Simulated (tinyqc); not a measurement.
Worked calculation: lattice vibrations of a chain. Computed by tinyqc, a small Python program that keeps every step. Command: `OMP_NUM_THREADS=1 python tinyqc.py 30133 30134 out.jsonl` (the two numbers bound the seeds that draw the settings). One thread of a shared host (Intel(R) Xeon(R) Processor @ 2.60GHz), about 0.01 s of CPU time with the checks.

## Dynamical matrix at q = 0.42

A chain moving along its axis:
```
atom               mass (u)  spring to the next atom (eV/angstrom^2)
1                  101.2000                                   2.7000
2                   57.8000                                  24.7000
3                  100.1000                                  27.4000
4                  106.0000                                   7.2000
second neighbours         -                                   2.6000
```

q is in units of 2 pi/a. A spring k from atom i to atom j, n cells on, adds k to Phi_ii and Phi_jj, -k exp(2 pi i q n) to Phi_ij and the conjugate to Phi_ji (for one atom a cell: 2k (1 - cos 2 pi q n)); D_ij = Phi_ij / sqrt(m_i m_j).

D(q) (eV/(angstrom^2 u)):
```
[[0.1492, -0.0353, -0.0032+0.0124i, 0.0609+0.0335i],
 [-0.0353, 0.5640, -0.3247, -0.0041+0.0160i],
 [-0.0032-0.0124i, -0.3247, 0.5724, -0.2660],
 [0.0609-0.0335i, -0.0041-0.0160i, -0.2660, 0.3755]]
```

## Frequencies

omega^2 are the eigenvalues; wavenumber = 521.4708 sqrt(eigenvalue) 1/cm.

eigenvalues: [0.0722, 0.1542, 0.4762, 0.9585]

wavenumbers (1/cm): [140.1, 204.8, 359.9, 510.5]

weights |e|^2 of the mass-weighted modes, order atom 1, atom 2, atom 3, atom 4:
```
[[0.2377, 0.7173, 0.0450, 0.0000],
 [0.1242, 0.1076, 0.4103, 0.3579],
 [0.2959, 0.1285, 0.0424, 0.5332],
 [0.3422, 0.0467, 0.5023, 0.1089]]
```

## Dispersion and heat capacity

C/k_B per atom = mean over q = (j + 1/2)/80, j = 0..39 and all branches of y^2 e^y/(e^y - 1)^2, y = hc wavenumber / k_B T.

Wavenumbers (1/cm):
```
q       branch 1  branch 2  branch 3  branch 4
0.0000    0.0000  236.4009  376.1454  504.3226
0.0625   23.7570  235.7056  375.4606  504.5987
0.1250   47.2003  233.5906  373.5219  505.3722
0.1875   69.9950  229.9828  370.6509  506.4964
0.2500   91.7516  224.8131  367.3111  507.7749
0.3125  111.9522  218.1263  364.0225  509.0062
0.3750  129.7491  210.3344  361.2760  510.0160
0.4375  143.3563  202.8767  359.4631  510.6745
0.5000  148.9365  199.3712  358.8308  510.9027
```

Heat capacity:
```
T (K)  C/k_B per atom
20             0.0613
50             0.1696
100            0.3732
200            0.6782
300            0.8234
600            0.9487
1200           0.9867
```

zero-point energy per atom = 18.3425 meV
